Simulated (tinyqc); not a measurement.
From peak share (largest buried share) back to share x0 of B in the flux during the well: surface segregation during layer-by-layer epitaxy: two-layer exchange kinetics and the shape of quantum wells and delta layers. Computed by tinyqc, a small Python program. Command: `OMP_NUM_THREADS=1 python tinyqc.py 3000959 3000960 out.jsonl mbeseg inv`. One thread of a shared host (Intel(R) Xeon(R) Processor @ 2.30GHz), about 0.1 s of CPU time with the checks.

Atoms A and B exchange only between the growing layer and the one below it. B is supplied for N layers, then pure A follows.

Inputs (values chosen for the exercise, close to those used for indium in GaAs):
```
quantity                     value      unit
barrier E1 for B to move up   1.77        eV
segregation energy E_s        0.21        eV
attempt frequency nu            10       THz
growth rate G                 0.22  layers/s
layers in the well N             8         -
layer thickness               2.83  angstrom
temperature T                  440         C
```

Constants: k_B = 8.617333262e-05 eV/K.

Method:
- p1 = nu exp(-E1/(k_B T)) (B up, A down), p2 = nu exp(-(E1 + E_s)/(k_B T)) (B down); time per layer tau = 1/G; K = p1/p2.
- Temperatures in kelvin are T(C) + 273.15.
- Dilute equilibrium share passed up per layer R_eq = K/(1 + K).
- Each layer is deposited complete with B share x_dep and then exchanges for the time tau = 1/G with the layer below, whose share is b (total c = s + b fixed): ds/dt = p1 b (1 - s) - p2 s (1 - b), s(0) = x_dep. With the roots s1 < s2 of the right side, (s - s1)/(s - s2) = [(s(0) - s1)/(s(0) - s2)] exp(-(p1 - p2)(s2 - s1) tau). The lower layer is then buried with c - s, and s becomes the b of the next layer.
- In the dilute tail each layer passes up the share R = R_eq (1 - exp(-(p1 + p2) tau)); decay length = -layer thickness/ln R.
- Index 0 is the last layer of pure A below the well. Share of B outside the intended layers 1..N = 1 - (sum over 1..N)/(N x0).

Question. A run gave the result below. Find the share x0 of B in the flux during the well, known to lie between 0.1 and 0.22.

peak share (largest buried share) = 0.1275639

Answer.

Each step takes the trial c = (a f_b - b f_a)/(f_b - f_a), f being the result less the target and a, b, c the logarithms of the listed values; c replaces end b, the old b replaces a if the sign of f changed, and otherwise f_a is halved.

Scan of the range:
```
share x0 of B in the flux during the well  peak share (largest buried share)
0.100                                                               0.049495
0.114                                                               0.064291
0.130                                                               0.084541
0.148                                                               0.110625
0.169                                                               0.142670
0.193                                                               0.177522
0.220                                                               0.212383
```

False position (Illinois rule, in the logarithm of the input) inside the bracket:
```
step     end a     end b     trial  peak share (largest buried share)
1     0.148000  0.169000  0.158753                           0.127032
2     0.169000  0.158753  0.159091                           0.127550
3     0.169000  0.159091  0.159108                           0.127577
4     0.159091  0.159108  0.159100                           0.127564
5     0.159108  0.159100  0.159100                           0.127564
```

Peak share (largest buried share) rises at every point of a 13-point scan of the range (every second point is shown), so one value fits; it is bracketed by 0.148 and 0.169. Answer: share x0 of B in the flux during the well = 0.1591.

Caution: the floating layer fills towards saturation, so the dilute decay length holds only far out in the tail. Caution: two-layer exchange with complete layers is a simplification that can understate segregation at low temperature; desorption, step-edge exchange and surfactants are left out.
